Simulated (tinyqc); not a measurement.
Nuclear against electronic stopping over energy: ion implantation: universal nuclear stopping, Lindhard-Scharff electronic stopping and a Gaussian range profile. Computed by tinyqc, a small Python program. Command: `OMP_NUM_THREADS=1 python tinyqc.py 3031860 3031861 out.jsonl implant walk`. One thread of a shared host (Intel(R) Xeon(R) Processor @ 2.30GHz), about 0.09 s of CPU time with the checks.

An ion slows by elastic collisions with screened nuclei and by friction with electrons; channelling is ignored and the target is uniform.

Inputs (values chosen for the exercise, modelled on germanium ions in silicon):
```
quantity,value,unit
ion atomic number Z1,32,-
ion mass M1,74,u
target atomic number Z2,14,-
target mass M2,28.09,u
target density N,49.94,1/nm^3
scale factor of electronic stopping k,1.2,-
```

Method:
- Reduced energy eps = 32.53 M2 E/(Z1 Z2 (M1 + M2)(Z1^0.23 + Z2^0.23)), E in keV; s_n = ln(1 + 1.1383 eps)/(2 (eps + 0.01321 eps^0.21226 + 0.19593 eps^0.5)) for eps up to 30 and ln(eps)/(2 eps) above; S_n = 8.462 Z1 Z2 M1 s_n/((M1 + M2)(Z1^0.23 + Z2^0.23)) in 1e-15 eV cm^2.
- S_e = k 3.83 Z1^(7/6) Z2/(Z1^(2/3) + Z2^(2/3))^(3/2) sqrt(E/M1) in 1e-15 eV cm^2, E in keV.
- Path length R = int_0^E dE'/(N (S_n + S_e)); energy lost to nuclei nu = int_0^E S_n/(S_n + S_e) dE' (both with E' = E y^3 and 64 Gauss-Legendre points in y).

Stopping (1e-15 eV cm^2) and range:
```
E (keV),eps,S_n,S_e,R (nm),nu/E
1,4.9282e-03,82.57,6.73,4.96,0.92447
2,9.8564e-03,110.36,9.52,6.86,0.92352
5,2.4641e-02,152.65,15.06,10.99,0.91850
10,4.9282e-02,185.44,21.30,16.29,0.91091
20,9.8564e-02,214.32,30.12,25.09,0.89867
50,2.4641e-01,237.05,47.62,47.48,0.87158
100,4.9282e-01,235.18,67.34,81.35,0.83776
200,9.8564e-01,213.67,95.24,146.61,0.78519
500,2.4641e+00,162.46,150.58,340.02,0.67273
```

What does the comparison show, and why?

Nuclear stopping peaks near 50 keV among these rows (eps = 0.25; the universal curve peaks near 0.3). Nuclear stopping leads throughout. The path length grows as E^0.47 at the low end and E^0.92 at the high end; constant stopping would give E^1, and stopping that rises with E, be it nuclear (below its peak) or electronic, gives a lower exponent.

Extremes, crossings and ranges named in words are read from the listed rows.
